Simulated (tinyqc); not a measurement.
Minimum-mode following (dimer method) and harmonic rate on a two-dimensional model surface. Inputs raised by 10 %, one at a time. Computed by tinyqc, a small Python program. Command: `OMP_NUM_THREADS=1 python tinyqc.py 3009855 3009856 out.jsonl dimer sens`. One thread of a shared host (Intel(R) Xeon(R) Processor @ 2.30GHz), about 0.03 s of CPU time with the checks.

V(x, y) = -A (cos kx + cos ky) - B cos kx cos ky + (C sin ky + S sin kx)(1 - cos kx), k = 2 pi/a; the atom hops from the minimum at (0, 0) to that at (a, 0).

Inputs (values chosen for the exercise, for a model surface):
```
quantity       value      unit
amplitude A     0.12        eV
amplitude B    0.021        eV
skew C         0.022        eV
asymmetry S    0.013        eV
period a         3.6  angstrom
mass M          66.5         u
temperature T    500         K
```

Surface: adatom on a square lattice.

Constants: nu for 1 eV/(angstrom^2 u) = 15.6333042 THz; k_B = 8.617333262e-05 eV/K.

Method:
- Newton steps x(new) = x - H^-1 grad V (moves limited to 0.3 angstrom) from (0, 0), (a, 0) and (a/2, 0) give the two minima and the saddle.
- Diagonalise the Hessian at the start minimum and at the saddle; nu = 15.6333042 THz x sqrt(|lambda|/M).
- Vineyard prefactor nu* = nu1 nu2 (minimum)/nu2 (saddle); k = nu* exp(-E_b/(k_B T)).

Runs:
```
input moved           from      to  barrier from the start (eV)  prefactor nu* (THz)  rate k (1/s)
base run                 -       -                       0.2752                1.431     2.410e+09
amplitude A (eV)      0.12   0.132                       0.2999                1.480     1.404e+09
amplitude B (eV)     0.021  0.0231                       0.2792                1.465     2.249e+09
skew C (eV)          0.022  0.0242                       0.2734                1.419     2.493e+09
asymmetry S (eV)     0.013  0.0143                       0.2757                1.431     2.381e+09
period a (angstrom)    3.6    3.96                       0.2752                1.301     2.191e+09
mass M (u)            66.5   73.15                       0.2752                1.365     2.298e+09
temperature T (K)      500     550                       0.2752                1.431     4.307e+09
```

Exponents ln(y'/y) / ln(x'/x):
```
input          barrier from the start  prefactor nu*  rate k
amplitude A                     0.902          0.350  -5.668
amplitude B                     0.151          0.247  -0.723
skew C                         -0.070         -0.089   0.355
asymmetry S                     0.020         -0.003  -0.127
period a                        0.000         -1.000  -1.000
mass M                          0.000         -0.500  -0.500
temperature T                   0.000          0.000   6.092
```

To which inputs is each result most sensitive?

Among the inputs moved here: barrier from the start answers most in size to amplitude A (exponent +0.902), next to amplitude B (+0.151); its exponent is below 0.0005 for period a, mass M, temperature T. prefactor nu* answers most in size to period a (exponent -1.000), next to mass M (-0.500); its exponent is below 0.0005 for temperature T. Its exponent -1.000 in period a: curvatures scale as 1/a^2. Its exponent -0.500 in mass M: frequencies scale as M^(-1/2). Rate k answers most in size to temperature T (exponent +6.092), next to amplitude A (-5.668). Its exponent -0.500 in mass M: the classical isotope effect.
